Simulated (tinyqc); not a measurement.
Access strength from the read disturbance.

Problem. Transistor (EKV form, voltages against the body): I = 2 n b Vt^2 [F(vp - Vs) - F(vp - Vd)] from drain to source, F(v) = ln^2(1 + exp(v/(2 Vt))), vp = (Vg - VT + sg |Vd - Vs|)/n. n-channel bodies are at 0; for the p-channel device all voltages are counted down from Vdd. b in uA/V^2 gives I in uA. In an SRAM read the low node Q obeys In(gate QB, drain Q) = Ip(gate QB, drain Q) + Ia, where the access transistor (threshold VTn) has its gate and drain at Vdd and its source at Q. Find Ia, ba and the cell ratio bn/ba.

Parameters, values chosen for the exercise:
- T = 300 K (temperature)
- Vdd = 0.6 V (supply voltage)
- n = 1.26 (slope factor)
- sg = 0.042 (drain-induced barrier lowering)
- VTn = 0.31 V (n-channel threshold)
- VTp = 0.33 V (p-channel threshold (magnitude))
- bn = 210 uA/V^2 (gain factor of the pull-down transistor)
- bp = 62 uA/V^2 (gain factor of the pull-up transistor)

Constants: q = 1.602176634e-19 C, kB = 1.380649e-23 J/K, Vt = kB T/q. Results are converted to the units shown.

Q and QB in the read (V): [0.070650948, 0.59996029]

Answer. The node equation gives Ia, which is proportional to ba.

Ia = 3.63 uA
ba = 180 uA/V^2
cell ratio = 1.17

Computed by the program tinyqc: `OMP_NUM_THREADS=1 python tinyqc.py 2340033 2340034 out.jsonl`, one thread of a shared Intel Xeon 2.30GHz, about 0.1 s for the whole run.
